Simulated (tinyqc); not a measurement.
Thin (001) film in sp3s* tight binding with raised dangling bonds, step by step. Values are carried at full precision from step to step, so a last printed digit may differ when a step is redone from the rounded ones.

sp3s* tight binding, nearest neighbours only: anion (a) at 0, cation (c) at a/4 (1,1,1), orbitals s, px, py, pz, s* on each; k in units of 2 pi/a. With phases e_j = exp(i (pi/2) k.n_j) for n = (1,1,1), (1,-1,-1), (-1,1,-1), (-1,-1,1): g0 = (e1+e2+e3+e4)/4, g1 = (e1+e2-e3-e4)/4, g2 = (e1-e2+e3-e4)/4, g3 = (e1-e2-e3+e4)/4. The diagonal holds the levels Esa, Epa, Exa (s*) and Esc, Epc, Exc. Anion-cation block: <sa|sc> = Vss g0; <sa|xc> = Vsapc g1; <xa|sc> = -Vscpa g1; <xa|xc> = Vxx g0; <xa|yc> = <ya|xc> = Vxy g3, <xa|zc> = <za|xc> = Vxy g2, <ya|zc> = <za|yc> = Vxy g1; <s*a|xc> = Vxapc g1; <xa|s*c> = -Vpaxc g1; y and z take g2 and g3 in place of g1; s-s* and s*-s* vanish.

Parameters, chosen for this exercise (out of a larger set: near a published set for Si, fitted to gaps, whose masses and valley positions are rough; not measured data):
- p = (-4.218, 1.707, -4.218, 1.707, 6.632, 6.632, -8.306, 1.705, 4.583, 5.715, 5.715, 5.377, 5.377) eV (order Esa, Epa, Esc, Epc, Exa, Exc, Vss, Vxx, Vxy, Vsapc, Vscpa, Vxapc, Vpaxc)
- N = 4 (atomic planes in the small film)
- dl = 30 eV (shift of the dangling hybrids)

## Bulk edges along [001]

Gap at Gamma and minimum on (0,0,kz), kz from 0.5 to 1, from the bulk Ev. States at zero in-plane momentum come from this line alone.

edges (eV): Gamma 3.4100, Delta 1.1320

kz of the minimum = 0.7318 2 pi/a

## The two blocks of the small film

Planes alternate anion (a), cation (c) along [001], a/4 apart, starting with an anion; zero in-plane momentum; levels counted from the bulk Ev, the lower root of [[Epa, Vxx], [Vxx, Epc]]; no spin-orbit coupling. Block of s, pz, s*: from an anion to the cation above, Vss/2 (s,s), Vsapc/2 (s,z), -Vscpa/2 (z,s), Vxx/2 (z,z), Vxapc/2 (s*,z), -Vpaxc/2 (z,s*); to the cation below the same with the s-z and s*-z signs reversed. Block of u = (px + py)/sqrt2 and v = (px - py)/sqrt2: to the cation above (Vxx + Vxy)/2 for u and (Vxx - Vxy)/2 for v, to the cation below the reverse. Each surface atom has two dangling sp3 hybrids; raising both by dl adds (dl/2) [[1, t], [t, 1]] to its s, pz levels (t = -1 at the bottom face, +1 at the top) and dl to the one of u, v in whose plane the missing bonds lie (v for a bottom anion or a top cation, u for a top anion).

Fill them in.

s, pz, s* block (eV), lower triangle:
```
         sa1     za1    *a1     sc2     zc2    *c2     sa3     za3    *a3     sc4     zc4    *c4
sa1   10.780
za1  -15.000  16.705
*a1        0       0  6.630
sc2   -4.153  -2.857      0  -4.220
zc2    2.857   0.853  2.688       0   1.705
*c2        0  -2.688      0       0       0  6.630
sa3        0       0      0  -4.153  -2.857      0  -4.220
za3        0       0      0   2.857   0.853  2.688       0   1.705
*a3        0       0      0       0  -2.688      0       0       0  6.630
sc4        0       0      0       0       0      0  -4.153  -2.857      0  10.780
zc4        0       0      0       0       0      0   2.857   0.853  2.688  15.000  16.705
*c4        0       0      0       0       0      0       0  -2.688      0       0       0  6.630
```

u, v block (eV), lower triangle:
```
       ua1     va1     uc2    vc2    ua3     va3    uc4     vc4
ua1  1.705
va1      0  31.705
uc2  3.144       0   1.705
vc2      0  -1.439       0  1.705
ua3      0       0  -1.439      0  1.705
va3      0       0       0  3.144      0   1.705
uc4      0       0       0      0  3.144       0  1.705
vc4      0       0       0      0      0  -1.439      0  31.705
```

## Levels of the small film

Diagonalise both blocks.

levels of the s, pz, s* block (eV): -11.244  -7.865  -3.199  2.058  2.235  3.853  6.714  6.866  9.024  9.457  29.260  29.300

levels of the u, v block (eV): -2.240  -1.501  -0.801  4.211  4.772  5.650  31.767  31.782

No level lies between 0 and the bulk edge 1.132 eV; confinement has widened the gap at zero in-plane momentum to 2.858 eV.

## Checks

- Lowest conduction level of 201 planes, with the dangling hybrids shifted far away, against the bulk edge: 1.133 against 1.132.

(tinyqc, `OMP_NUM_THREADS=1 python tinyqc.py 1450496 1450497 out.jsonl`, Intel(R) Xeon(R) Processor @ 2.30GHz, 1 thread, shared host, about 0.5 s.)
